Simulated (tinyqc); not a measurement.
Width of the well: finite square well with mass mismatch (envelope functions).

A square well of width L and depth V0, mass mw inside and mb outside, energies from the bottom of the well, c = hbar^2/2m0. k = sqrt(mw E/c), kappa = sqrt(mb (V0 - E)/c). psi and psi'/m are continuous at the walls (BenDaniel-Duke), so level n solves k L + 2 atan[(k/mw)/(kappa/mb)] = n pi.

Constants: hbar^2/2m0 = 3.80998211 eV angstrom^2.

Parameters, chosen for this exercise (near those of an InGaAs well in InAlAs; the results hold for these values, not for the real material): V0 = 0.523 eV (barrier height); mw = 0.0411 m0 (mass in the well); mb = 0.0785 m0 (mass in the barrier); Ls = (21, 26, 33, 41, 51, 64, 80) angstrom (widths).

Levels against L, beside the infinite well E1(hard) = c (pi/L)^2/mw; Pb is the probability of level 1 in the barriers; a dash marks an unbound level.

Levels:
```
L (angstrom)  bound levels  E1 (eV)  E2 (eV)  E1(hard) (eV)     Pb
21                       1   0.2857        -         2.0746  0.347
26                       1   0.2414        -         1.3534  0.266
33                       1   0.1942        -         0.8401  0.190
41                       1   0.1553        -         0.5443  0.136
51                       2   0.1211   0.4685         0.3518  0.094
64                       2   0.0913   0.3666         0.2234  0.062
80                       2   0.0677   0.2740         0.1430  0.040
```

The infinite well overestimates E1 by a factor 7.26 at 21 angstrom and 2.11 at 80 angstrom. The local exponent d ln E1/d ln L goes from -0.79 (first two rows) to -1.34 (last two), towards the -2 of hard walls, as Pb falls from 0.347 to 0.040. E2 - E1 is largest at 51 angstrom of the widths listed.

Computed by tinyqc, a small Python program: `OMP_NUM_THREADS=1 python tinyqc.py 1282202 1282203 out.jsonl` (the numbers bound the seed that draws the inputs); one thread of a shared host (Intel(R) Xeon(R) Processor @ 2.30GHz), about 0.01 s for the whole set of steps.
